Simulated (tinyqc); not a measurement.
States in the gap of a film: thin (001) film in sp3s* tight binding with raised dangling bonds.

Planes alternate anion (a), cation (c) along [001], a/4 apart, starting with an anion; zero in-plane momentum; levels counted from the bulk Ev, the lower root of [[Epa, Vxx], [Vxx, Epc]]; no spin-orbit coupling. Block of s, pz, s*: from an anion to the cation above, Vss/2 (s,s), Vsapc/2 (s,z), -Vscpa/2 (z,s), Vxx/2 (z,z), Vxapc/2 (s*,z), -Vpaxc/2 (z,s*); to the cation below the same with the s-z and s*-z signs reversed. Block of u = (px + py)/sqrt2 and v = (px - py)/sqrt2: to the cation above (Vxx + Vxy)/2 for u and (Vxx - Vxy)/2 for v, to the cation below the reverse. Each surface atom has two dangling sp3 hybrids; raising both by dl adds (dl/2) [[1, t], [t, 1]] to its s, pz levels (t = -1 at the bottom face, +1 at the top) and dl to the one of u, v in whose plane the missing bonds lie (v for a bottom anion or a top cation, u for a top anion).

Parameters, chosen for this exercise (out of a larger set: near a published set for InAs, fitted to gaps, whose masses and valley positions are rough; not measured data): p = (-9.515, 0.908, -2.728, 3.729, 7.417, 6.72, -5.593, 1.845, 4.486, 3.046, 5.453, 3.374, 3.905) eV (order Esa, Epa, Esc, Epc, Exa, Exc, Vss, Vxx, Vxy, Vsapc, Vscpa, Vxapc, Vpaxc); Nw = 26 (planes in the thicker film).

edges (eV): Gamma 0.42438, Delta 2.29695

Levels between 0 and the lower bulk edge, the largest weight on the two outer planes of both faces among them, and the nearest levels outside, for several shifts dl.

Film of Nw planes:

| dl (eV) | levels in the gap | at (eV) | surface weight | next above (eV) | next below (eV) |
|---|---|---|---|---|---|
| 0 | 1 | 0.349 | 0.25 | 0.9119 | -0.0406 |
| 1 | 0 | - | - | 0.4666 | -0.0406 |
| 2 | 1 | 0.064 | 0.22 | 0.5576 | -0.0406 |
| 3 | 1 | 0.171 | 0.21 | 0.6309 | -0.0406 |
| 5 | 1 | 0.329 | 0.18 | 0.7447 | -0.0406 |
| 10 | 0 | - | - | 0.4720 | -0.0406 |
| 30 | 0 | - | - | 0.5503 | -0.0406 |
| 100 | 0 | - | - | 0.5734 | -0.0406 |

Can the levels of the bare film be read as confined subbands?

No: with bare surfaces (dl = 0) 1 level lies in the bulk gap, with up to 25 % of the weight on the four outer planes, two a face, where an even spread gives 15 %: a state drawn out of a band edge by the surface, no confined subband, which would lie outside the bulk gap. The reruns show the bulk gap clear from dl = 10 eV on, and at dl = 30 eV the next level above lies -23.1 meV from its value at 100 eV. At dl = 1, 10 and 30 eV the next level above is more than 20 meV from its value at 100 eV, so the surface still acts on it. It is also clear at dl = 1 eV, between two surface states passing through.

Program tinyqc; command `OMP_NUM_THREADS=1 python tinyqc.py 1450175 1450176 out.jsonl`; about 0.3 s on one thread of a shared Intel(R) Xeon(R) Processor @ 2.30GHz.
